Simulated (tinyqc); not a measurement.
# Changing the interface energy gamma

Model: classical nucleation, growth and JMAK kinetics of crystallisation from a melt or glass. Computed by tinyqc, a small Python program. Command: `OMP_NUM_THREADS=1 python tinyqc.py 3027728 3027729 out.jsonl nucl sweep`. One thread of a shared host (Intel(R) Xeon(R) Processor @ 2.30GHz), about 0.01 s of CPU time with the checks.

A spherical nucleus cap on a flat wall with a sharp interface of isotropic energy gamma; lambda = Omega^(1/3) is the jump distance.

Inputs (values chosen for the exercise, for a model substance): melting point T_m = 940 K; heat of melting per volume H = 1760 J/cm^3; atomic volume Omega = 18.5 angstrom^3; temperature T = 662 K; diffusion prefactor D0 = 5.9e-07 m^2/s; activation energy Q = 0.406 eV; contact angle theta = 95 degrees; wall area per volume S_v = 840000 1/m.

Nucleation: on a flat wall. Driving force: Thompson-Spaepen.

Constants: e = 1.602176634e-19 C; k_B = 1.380649e-23 J/K; k_B = 8.617333262e-05 eV/K.

Method:
- Driving force per volume: dG = H [(T_m - T)/T_m] [2 T/(T_m + T)].
- Shape factor f = (2 + cos theta)(1 - cos theta)^2/4.
- W(r) = f [4 pi r^2 gamma - (4/3) pi r^3 dG]; r* = 2 gamma/dG; W* = f 16 pi gamma^3/(3 dG^2); n* = f (4/3) pi r*^3/Omega.
- D = D0 exp(-Q/(k_B T)); attachment rate k+ = (A*/lambda^2) D/lambda^2 with A* = 2 pi r*^2 (1 - cos theta); Zeldovich factor Z = sqrt(W*/(3 pi k_B T))/n*; sites per volume N = S_v/lambda^2; I = N Z k+ exp(-W*/(k_B T)); lag time = 1/(4 pi Z^2 k+).
- Growth (Wilson-Frenkel): u = (D/lambda) [1 - exp(-dG Omega/(k_B T))].
- JMAK with steady nucleation and growth, nuclei spread at random: extended fraction X_e = (pi/3) I u^3 t^4, X = 1 - exp(-X_e); t_X = [-3 ln(1 - X)/(pi I u^3)]^(1/4); final grains per volume = Gamma(5/4) (3/pi)^(1/4) (I/u)^(3/4), Gamma(5/4) = 0.9064024771.
- The nose is the T between 0.3 and 0.97 T_m where I u^3 is largest; the time is for X = 1e-6, and the critical cooling rate is estimated as (T_m - T_nose)/t_nose.

One run for each value; columns: (1) interface energy gamma (J/m^2); (2) barrier W* (eV); (3) nucleation rate I (1/(m^3 s)); (4) nose temperature (K); (5) critical cooling rate (K/s):
```
(1)       (2)        (3)    (4)        (5)
0.0819  0.175  4.342e+33  719.3  2.236e+12
0.0919  0.248  1.292e+33  701.6  1.644e+12
0.1020  0.339  2.759e+32  684.4  1.130e+12
0.1120  0.449  4.220e+31  668.4  7.296e+11
0.1220  0.580  4.412e+30  653.3  4.393e+11
0.1320  0.735  3.052e+29  639.2  2.456e+11
0.1420  0.915  1.351e+28  626.2  1.269e+11
0.1520  1.122  3.703e+26  614.2  6.024e+10
```

Over the rows, barrier W* (eV) rises from 0.175 to 1.12 (exponent d ln y / d ln x about 3.0 throughout); nucleation rate I (1/(m^3 s)) falls from 4.34e33 to 3.70e26 (exponent d ln y / d ln x -11 between the first rows and -53 between the last); nose temperature (K) falls from 719 to 614 (exponent d ln y / d ln x -0.22 between the first rows and -0.28 between the last). The exponent of barrier W* stays at 3: W* goes as gamma^3. Across a change of gamma by a factor 1.86 the rate falls by 7.1 decades, because W* enters the exponent as gamma^3; this is why measured rates fix gamma well and computed gamma fixes rates badly.

Caution (rows 0.0819, 0.0919, 0.102, 0.112): with under 20 atoms in the nucleus or a barrier under 10 k_B T the capillary model is only a guide. Caution (rows 0.0819, 0.0919, 0.102, 0.112, 0.122): homogeneous nucleation, left out here, would be as fast or faster: the wall offers too few sites or too small a cut in the barrier. Caution (rows 0.0819, 0.0919, 0.102, 0.112, 0.122): at the nose the nucleus has under 20 atoms or the barrier is under 10 k_B T, so the result is only a guide. Caution (rows 0.0819, 0.0919, 0.102, 0.112, 0.122, 0.132, 0.142): at the nose the lag time is not small against the nose time, so steady nucleation overstates the critical cooling rate.

Extremes, crossings and ranges named in words are read from the listed rows.
